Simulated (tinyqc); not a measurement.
From results back to parameters: two-band massive Dirac model of the K valleys. Three cases, with inputs chosen for the exercise.

Problem. In the valley model H = [[D/2, a t (kx - i ky)], [a t (kx + i ky), -D/2 + lam sz]], sz = +/-1, a t is hbar v. The gaps of the two spins, A and B, are G = D - lam and D + lam, the band-edge mass of A is c (D - lam)/(a t)^2, c = hbar^2/2m0, and its Berry curvature at the edge is 2 (a t)^2/G^2 in size. The values below come from hidden D, lam and t.

Constants: hbar^2/2m0 = 3.80998211 eV angstrom^2.

Case 1.

Values chosen (out of a larger set: near those used for monolayer WS2; not measured data): a = 3.193 angstrom (lattice constant).

gaps (eV): A 1.6050, B 2.0350

mass of A = 0.273827 m0

Case 2.

Values chosen (out of a larger set: near those used for monolayer WSe2; not measured data): a = 3.315 angstrom (lattice constant).

gaps (eV): A 1.4090, B 1.9110

mass of A = 0.302872 m0

Case 3.

Values chosen (out of a larger set: near those used for monolayer MoSe2; not measured data): a = 3.316 angstrom (lattice constant).

gaps (eV): A 1.3190, B 1.5210

mass of A = 0.466303 m0

Find: D, lam, t; |Omega| at the A edge.

Solution. The mean of the gaps is D and half their difference lam; a t = sqrt(c G_A/m). The curvature 2 (a t)^2/G^2 equals 2c/(m G).

Case 1.

D, lam, t (eV): 1.820  0.215  1.480

|Omega| at the A edge = 17.338 angstrom^2

Case 2.

D, lam, t (eV): 1.660  0.251  1.270

|Omega| at the A edge = 17.856 angstrom^2

Case 3.

D, lam, t (eV): 1.420  0.101  0.990

|Omega| at the A edge = 12.389 angstrom^2

Computed by tinyqc, one run a case: `OMP_NUM_THREADS=1 python tinyqc.py N N+1 out.jsonl` with N = 1450074, 1450103, 1450137; one thread of a shared Intel(R) Xeon(R) Processor @ 2.30GHz, about 0.01 s a run at most.
